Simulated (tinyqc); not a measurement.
# Vertical double-diffused power MOSFET, components of the on-resistance: On-resistance against the temperature

Stripe cells of pitch Wp + a, two channels a cell. Current flows through the channels, spreads in the accumulation layer, passes the gap between the p bodies and spreads at 45 degrees into the drift layer below them. Low drain voltage, full ionisation.

Triangular field at breakdown with Ec = Kc N^(1/8): BV = eps0 eps_r Ec^2/(2 q N), so N = (eps0 eps_r Kc^2/(2 q BV))^(4/3); W = 2 BV/Ec; mu = mud (T/300 K)^(-bt); rho = 1/(q mu N); ideal resistance rho W. Pitch p = Wp + a, Cox = 3.9 eps0/tox; zero-bias depletion in the gap w0 = sqrt(2 eps0 eps_r Vbi/(q N Nj)), open gap g = a - 2 w0; R_ch = Lc p/(2 mch Cox Vov); R_acc = 0.6 a p/(4 mac Cox Vov), 0.6 being an empirical factor for current leaving the layer along its length; R_gap = (rho/Nj) xp p/g; spreading depth t = min(W, (p - g)/2); R_drift = (rho p/2) ln((g + 2 t)/g) + rho (W - t); R_on = the sum with Rs.

Parameters, values chosen for the exercise; bulk values close to those of 4H silicon carbide: relative permittivity eps_r = 9.96; critical-field constant Kc = 23700 V/cm per (cm^-3)^(1/8); rated breakdown voltage of the drift layer BV = 3300 V; drift mobility at 300 K mud = 812 cm^2/(V s); temperature exponent of the drift mobility bt = 2.1; gate oxide thickness (eps_r 3.9) tox = 36 nm; gate overdrive Vov = 4 V; channel mobility mch = 25 cm^2/(V s); accumulation-layer mobility mac = 61 cm^2/(V s); channel length Lc = 0.6 um; width of the p body in one cell, channels included Wp = 2.2 um; gap between neighbouring p bodies a = 1.9 um; depth of the p body xp = 1.2 um; doping of the gap over the drift doping Nj = 2; built-in voltage of the body junction Vbi = 2.8 V; substrate and contact resistance Rs = 0.25 mohm cm^2.

Constants: q = 1.602176634e-19 C, eps0 = 8.8541878128e-14 F/cm where lengths are in cm. Results are converted to the units shown.

The same in every row: R_ch (mohm cm^2) = 1.282; R_acc (mohm cm^2) = 0.4993.

Result of one run:

| R_gap (mohm cm^2) | R_drift (mohm cm^2) | R_on (mohm cm^2) | ideal (mohm cm^2) | largest term |
|---|---|---|---|---|
| 1.061 | 8.722 | 11.82 | 8.156 | drift |

Which temperature T gave this result: 250, 330, 450 or 490 K?

T = 330 K.

The whole series:

| T (K) | R_gap (mohm cm^2) | R_drift (mohm cm^2) | R_on (mohm cm^2) | ideal (mohm cm^2) | largest term |
|---|---|---|---|---|---|
| 250 | 0.5924 | 4.869 | 7.493 | 4.553 | drift |
| 290 | 0.8091 | 6.650 | 9.490 | 6.218 | drift |
| 330 | 1.061 | 8.722 | 11.82 | 8.156 | drift |
| 370 | 1.350 | 11.09 | 14.47 | 10.37 | drift |
| 410 | 1.674 | 13.76 | 17.47 | 12.87 | drift |
| 450 | 2.036 | 16.73 | 20.80 | 15.64 | drift |
| 490 | 2.434 | 20.01 | 24.47 | 18.71 | drift |

R_on rises from 7.49 to 24.5 mohm cm^2. The drift term is the largest at T = 250 and in all other rows. R_on is 1.65 times the ideal drift resistance in the first row and 1.31 times in the last. Only the drift mobility depends on T in this model.

tinyqc, about 0.01 s, one thread, Intel Xeon 2.30GHz (shared host): `OMP_NUM_THREADS=1 python tinyqc.py 2230029 2230030 out.jsonl`
